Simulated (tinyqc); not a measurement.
Worked calculation: lattice vibrations of a chain. One step of it, computed by the program tinyqc.

Question. Frequencies. omega^2 are the eigenvalues; wavenumber = 521.4708 sqrt(eigenvalue) 1/cm.

D(q) (eV/(angstrom^2 u)):
```
[[0.144221, -0.042303, 0.000000+0.110595i],
 [-0.042303, 0.128906, -0.077206],
 [0.000000-0.110595i, -0.077206, 0.188005]]
```

Give: eigenvalues; wavenumbers; weights |e|^2 of the mass-weighted modes.

Answer.

eigenvalues: [0.0170, 0.1389, 0.3052]

wavenumbers (1/cm): [68.1, 194.3, 288.1]

weights |e|^2 of the mass-weighted modes, order atom 1, atom 2, atom 3:
```
[[0.3749, 0.3184, 0.3067],
 [0.2709, 0.5907, 0.1384],
 [0.3542, 0.0909, 0.5549]]
```
